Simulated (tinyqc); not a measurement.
Worked calculation: band folding and unfolding in a supercell of a chain. Values are carried at full precision from step to step, so a last printed digit may differ when a step is redone from the rounded ones.

A chain with hopping -t and n = 4 sites a supercell. H(K) has v_j on the diagonal, -t between neighbours and -t exp(2 pi i K) on the bond that closes the cell (from the last site to the first of the next cell). The point K holds the n wave vectors k_m = (K + m)/n of the primitive zone, in 2 pi/a, m = 0 to n - 1, with E0 = -2t cos(2 pi k_m). The unfolding weight of a state c on k_m is |sum_j c_j exp(-2 pi i k_m j)|^2/n, j = 0 to n - 1.

Values chosen for the exercise:
- t = 1.94 eV (hopping)
- v = (1.16, 0, 0, 0) eV (site energies in the supercell)
- Kq = 0.24 2 pi/(n a) (wave vector in the small zone)

## Folded levels and Fourier components

List k_m and E0; V_q = (1/n) sum_j v_j exp(-2 pi i q j/n) couples k_m to k_(m+q).

Folded band:

| m | k_m (2 pi/a) | E0 (eV) |
|---|---|---|
| 0 | 0.0600 | -3.6075 |
| 1 | 0.3100 | 1.4283 |
| 2 | 0.5600 | 3.6075 |
| 3 | 0.8100 | -1.4283 |

V_0, V_1, ... (eV): 0.2900  0.2900  0.2900

## Supercell Hamiltonian

Fill in H(K).

H (eV), lower triangle (Hermitian):
```
                 1        2        3  4
1           1.1600
2          -1.9400        0
3                0  -1.9400        0
4  -0.1218-1.9362i        0  -1.9400  0
```

## Levels and unfolding weights

Diagonalise and project each state on the k_m.

levels (eV): -3.37568  -1.15346  1.71640  3.97274

weights:
```
     level 1  level 2  level 3  level 4
m=0   0.9827   0.0122   0.0028   0.0023
m=1   0.0023   0.0110   0.9666   0.0201
m=2   0.0011   0.0032   0.0224   0.9732
m=3   0.0139   0.9735   0.0081   0.0044
```

The purest state keeps 98.3 % on one k and the most mixed (level 3) 96.7 %; rows and columns each add to one.

## Moments of the spectral function

For each k_m: mean sum_i W E_i and variance sum_i W E_i^2 less the mean squared. The mean must be E0 plus the average of v, and the variance that of v.

Moments:

| m | mean (eV) | variance (eV^2) |
|---|---|---|
| 0 | -3.318 | 0.252 |
| 1 | 1.718 | 0.252 |
| 2 | 3.898 | 0.252 |
| 3 | -1.138 | 0.252 |

The average of v is 0.2900 eV and its variance 0.2523 eV^2: the virtual crystal gives the mean, and the variance is the spread of weight over several levels that it leaves out.

## Checks

- Variance of the spectral function against the variance of v: they agree to 1e-10 or better.
- Levels for v = 0 against the folded band: they agree to 1e-10 or better.

tinyqc: `OMP_NUM_THREADS=1 python tinyqc.py 1451931 1451932 out.jsonl`; about 0.01 s, one thread, shared Intel(R) Xeon(R) Processor @ 2.30GHz.
